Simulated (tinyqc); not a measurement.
# Valence-band offset from core levels (Kraut method), with the dipole against the affinity rule, step by step

Program tinyqc, `OMP_NUM_THREADS=1 python tinyqc.py 2410002 2410003 out.jsonl`; Intel Xeon 2.30GHz, shared host, one thread, about 0.01 s. Printed values are rounded.

Binding energies are counted downwards from the Fermi level. dEv > 0 means that the valence edge of B lies below that of A, dEc > 0 that the conduction edge of B lies above that of A; dEc + dEv = EgB - EgA. The spectra are made-up values treated as data.

Values chosen for this exercise; gaps and affinities close to those of silicon (A) and silicon dioxide (B):

| symbol | value | unit | meaning |
|---|---|---|---|
| EgA | 1.13 | eV | gap of the substrate A |
| EgB | 9 | eV | gap of the overlayer B |
| chiA | 3.99 | eV | electron affinity of A |
| chiB | 0.89 | eV | electron affinity of B |
| cA | 63.49 | eV | core level of bare A |
| cB | 86.79 | eV | core level of thick B |
| vB | 2.31 | eV | valence-band maximum of thick B |
| ei | 6.9 |  | relative permittivity inside the dipole layer |
| dd | 0.25 | nm | thickness of the dipole layer |
| iA | 63.45 | eV | core level of A under a thin film of B |
| iB | 88.78 | eV | core level of B in that thin film |
| bg | 71 |  | background counts in the gap |

Constants: q = 1.602176634e-19 C, eps0 = 8.8541878128e-14 F/cm where lengths are in cm. Results are converted to the units shown.

## Valence-band maximum of bare A

```
point  binding energy (eV)  counts on the leading edge
0                     0.55                         371
1                     0.67                         515
2                     0.79                         659
3                     0.91                         803
4                     1.03                         947
5                     1.15                        1091
```

Fit a straight line to the leading edge by least squares; the maximum vA lies where it meets the background.

slope = 1200 counts/eV
intercept = -289 counts
vA = 0.3 eV

## Offsets

dEv = (iB - iA) - (cB - vB) + (cA - vA), dEc = EgB - EgA - dEv.

cA - vA = 63.19 eV
cB - vB = 84.48 eV
iB - iA = 25.33 eV
dEv = 4.04 eV
dEc = 3.83 eV

The alignment is type I (straddling). Both offsets exceed 1 eV, the usual requirement for a gate dielectric. A rigid shift of all levels, by charging or doping, cancels in the differences.

## Interface dipole

The affinity rule gives dEc(0) = chiA - chiB; the dipole step is D = dEc - dEc(0), and two sheets of opposite charge dd apart hold N = eps0 ei |D|/(q dd).

dEc(0) = 3.1 eV
D = 0.73 eV
N = 1.11345e14 cm^-2
field in the dipole layer = 29.2 MV/cm

N is 0.16 elementary charges for each of about 7e14 surface atoms per cm^2.
